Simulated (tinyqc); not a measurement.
Short-channel transistor, virtual-source model with series resistance: two steps of the calculation.

The current per gate width is the charge at the top of the source barrier (the virtual source) times its velocity times a saturation function; al and be are fitting constants of the model. Units: I in uA/um, Rs in ohm um, so I Rs = 1e-6 I Rs in volts; Q in uC/cm^2, so I = 1e-4 Q vx0 Fsat with vx0 in cm/s.

Inputs (values chosen for the exercise):
- T = 300 K (temperature)
- Cinv = 2.04 uF/cm^2 (inversion capacitance)
- vx0 = 3.88e7 cm/s (velocity at the virtual source)
- mu = 600 cm^2/(V s) (apparent mobility)
- L = 32 nm (channel length)
- VT0 = 0.416 V (threshold at zero drain voltage)
- dl = 0.169 V/V (drain-induced barrier lowering)
- n0 = 1.54 (subthreshold factor)
- nd = 0 1/V (growth of n with drain voltage)
- al = 3.5 (threshold shift (in units of Vt) from weak to strong inversion)
- be = 1.6 (sharpness of saturation)
- Rs = 90 ohm um (series resistance of each contact)
- Vgs = 0.65 V (gate voltage)
- Vds = 0.9 V (drain voltage)

Constants: q = 1.602176634e-19 C, kB = 1.380649e-23 J/K, Vt = kB T/q. Results are converted to the units shown.

Task 1. Current through the series resistance. Intrinsic voltages Vg' = Vgs - I Rs, Vd' = Vds - 2 I Rs. n = n0 + nd Vd', VT = VT0 - dl Vd', Ff = 1/(1 + exp((Vg' - VT + al Vt/2)/(al Vt))), Q = Cinv n Vt ln(1 + exp((Vg' - VT + al Vt Ff)/(n Vt))), Vdsat = (vx0 L/mu)(1 - Ff) + Vt Ff, Fsat = u/(1 + u^be)^(1/be) with u = Vd'/Vdsat, and I(out) = Q vx0 Fsat per width. (Fsat takes the sign of u.) Newton step: I(new) = I + (I(out) - I)/(1 - s), s = dI(out)/dI by a central difference with +/- 0.001 uA/um.

I at the start = 0 uA/um

Find: Vg'; Vd'; VT; Ff; Q; Vdsat; Fsat; I(out); s; I after iteration 1.

Result 1.

Vg' = 0.6500 V
Vd' = 0.9000 V
VT = 0.2639 V
Ff = 0.008433
Q = 0.7892 uC/cm^2
Vdsat = 0.2054 V
Fsat = 0.9454
I(out) = 2895 uA/um
s = -0.9408
I after iteration 1 = 1492 uA/um

Task 2. What the series resistance costs. n = n0 + nd Vd', VT = VT0 - dl Vd', Ff = 1/(1 + exp((Vg' - VT + al Vt/2)/(al Vt))), Q = Cinv n Vt ln(1 + exp((Vg' - VT + al Vt Ff)/(n Vt))), Vdsat = (vx0 L/mu)(1 - Ff) + Vt Ff, Fsat = u/(1 + u^be)^(1/be) with u = Vd'/Vdsat, and I = Q vx0 Fsat per width. I0 is the current for Rs = 0. Effective velocity I/Q; transit time L Q/I.

converged I = 1514.2206 uA/um
I0 = 2894.8208 uA/um

Wanted: loss against I0; effective velocity; transit time.

Result 2.

loss against I0 = 47.69 %
effective velocity = 3.545e7 cm/s
transit time = 0.09027 ps

The carriers leave the virtual source at 91.4 % of vx0: the device is in saturation.

Computed by the program tinyqc: `OMP_NUM_THREADS=1 python tinyqc.py 2380099 2380100 out.jsonl`, one thread of a shared Intel Xeon 2.30GHz, about 0.01 s for the whole run.
